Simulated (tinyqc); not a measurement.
## Electron density from the centroid

Question. In the Fang-Howard model the centroid is 3/b with b^3 = 6 (mz1/C) q (Nd + 11 Ns/32)/(eps0 eps_r), C = hbar^2/(2 m0), the field in eV/nm. Find b and Ns.

Values chosen for this exercise; masses and permittivity close to those of silicon (100):
- eps_r = 11.9 (relative permittivity)
- mz1 = 0.927 m0 (mass along z of valley set A (2 valley(s)))
- Nd = 1.4e12 cm^-2 (sheet density of depletion charge)

Constants: q = 1.602176634e-19 C, hbar = 1.054571817e-34 J s, m0 = 9.1093837015e-31 kg, eps0 = 8.8541878128e-14 F/cm where lengths are in cm, hbar^2/(2 m0) = 0.0380998212 eV nm^2. Results are converted to the units shown.

centroid = 1.9567491 nm

Solution. b = 3/centroid gives Nd + 11 Ns/32, from which the depletion charge is taken off.

b = 1.53 1/nm
Ns = 6.50e11 cm^-2

Program tinyqc, `OMP_NUM_THREADS=1 python tinyqc.py 2160137 2160138 out.jsonl`; Intel Xeon 2.30GHz, shared host, one thread, about 0.7 s.
